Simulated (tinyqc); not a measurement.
Length of a polyene: Hueckel, PPP and singles CI along the polyenes. Computed by the program tinyqc. Command: `OMP_NUM_THREADS=1 python tinyqc.py 110618 110619 out.jsonl`; one thread of a shared host (Intel(R) Xeon(R) Processor @ 2.60GHz), about 0.1 s.

All-trans chains of carbon centres 1.40 angstrom apart:

| parameter | value |
|---|---|
| beta (eV), times 1 +/- alternation | -2.620000 |
| alternation | 0.080000 |
| W (eV) | 11.160000 |
| gamma_rr (eV) | 11.380000 |
| repulsion formula | MN |

Hueckel uses the same beta without repulsion; CIS keeps all single excitations and so misses the low, doubly excited 2Ag state. W is the valence ionisation energy of a centre, MN the Mataga-Nishimoto formula, f the oscillator strength.

Gaps and excitations (eV):

| centres | Hueckel gap | PPP orbital gap | bright singlet (CIS) | f | lowest triplet (CIS) |
|---|---|---|---|---|---|
| 2 | 5.659 | 11.062 | 8.648 | 0.741 | 2.671 |
| 4 | 3.741 | 8.576 | 6.123 | 1.143 | 1.762 |
| 6 | 2.865 | 7.341 | 4.968 | 1.592 | 1.356 |
| 8 | 2.369 | 6.610 | 4.295 | 2.012 | 1.138 |
| 10 | 2.053 | 6.132 | 3.858 | 2.405 | 1.005 |
| 12 | 1.835 | 5.799 | 3.555 | 2.777 | 0.919 |
| 14 | 1.675 | 5.556 | 3.334 | 3.135 | 0.860 |

The Hueckel gap tends to 4 x alternation x |beta| = 0.84 eV for long chains. Exchange opens the PPP orbital gap, and the attraction of electron and hole brings the bright state 2.22 eV below it at 14 centres; the triplet lies 2.47 eV lower still.
